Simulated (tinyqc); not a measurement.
Schottky emission and Poole-Frenkel conduction in an insulator, and how to tell them apart: two steps of the calculation.

Schottky emission (electrode-limited): J = As T^2 exp[-(pb - b sqrt(F))/Vt], b = sqrt(q/(4 pi eps0 ei)). Poole-Frenkel emission (bulk-limited): J = s0 F exp[-(pt - 2 b sqrt(F))/Vt]. F in V/cm.

Values chosen for this exercise; dielectric values close to those of zirconium oxide:
- T = 400 K (temperature)
- ei = 4.81 (high-frequency relative permittivity)
- es = 24.5 (static relative permittivity)
- pt = 1.38 eV (trap depth)
- s0 = 0.85 S/cm (Poole-Frenkel prefactor)
- pb = 1.29 eV (electrode barrier)
- As = 58 A/(cm^2 K^2) (Richardson constant)
- F = 0.9 MV/cm (field)

Constants: q = 1.602176634e-19 C, kB = 1.380649e-23 J/K, Vt = kB T/q, eps0 = 8.8541878128e-14 F/cm where lengths are in cm. Results are converted to the units shown.

Task 1. Both currents at one field. Lowerings b sqrt(F) and 2 b sqrt(F); the image-force maximum lies at sqrt(q/(16 pi eps0 ei F)) from the electrode.

Wanted: Schottky lowering; position of the barrier top; Poole-Frenkel lowering; J, Schottky; J, Poole-Frenkel.

Result 1.

Schottky lowering = 164.14 meV
position of the barrier top = 0.91191 nm
Poole-Frenkel lowering = 328.29 meV
J, Schottky = 6.0588e-8 A/cm^2
J, Poole-Frenkel = 4.2921e-8 A/cm^2

Injection and bulk transport act in series, so the smaller capacity limits the current: here the bulk, by a factor of 1.41.

Task 2. Which mechanism made these data. The data come from another sample of the same dielectric, in which one mechanism alone limits the current. Fit straight lines by least squares: ln J on sqrt(F) (Schottky plot, slope b/Vt) and ln(J/F) on sqrt(F) (Poole-Frenkel plot, slope 2 b/Vt), F in V/cm, and read a permittivity from each slope. The right mechanism gives a value near ei, and in any case between ei and es.

F, point 0 to 5 (MV/cm): [1.12, 1.8, 2.48, 3.15, 3.83, 4.5]
J, point 0 to 5 (A/cm^2): [1.891e-7, 7.84e-7, 2.527e-6, 6.897e-6, 1.721e-5, 3.926e-5]

Find: slope of the Schottky plot; permittivity read as Schottky; slope of the Poole-Frenkel plot; permittivity read as Poole-Frenkel.

Result 2.

slope of the Schottky plot = 0.005019 (cm/V)^0.5
permittivity read as Schottky = 4.811
slope of the Poole-Frenkel plot = 0.003721 (cm/V)^0.5
permittivity read as Poole-Frenkel = 35.01

Both plots are nearly straight, so straightness decides nothing. Read as Schottky the data give 4.81, which matches ei = 4.81; read as Poole-Frenkel they give 35.0, above even the static value 24.5. The data were made by Schottky emission.

Program tinyqc, `OMP_NUM_THREADS=1 python tinyqc.py 2370064 2370065 out.jsonl`; Intel Xeon 2.30GHz, shared host, one thread, about 0.01 s.
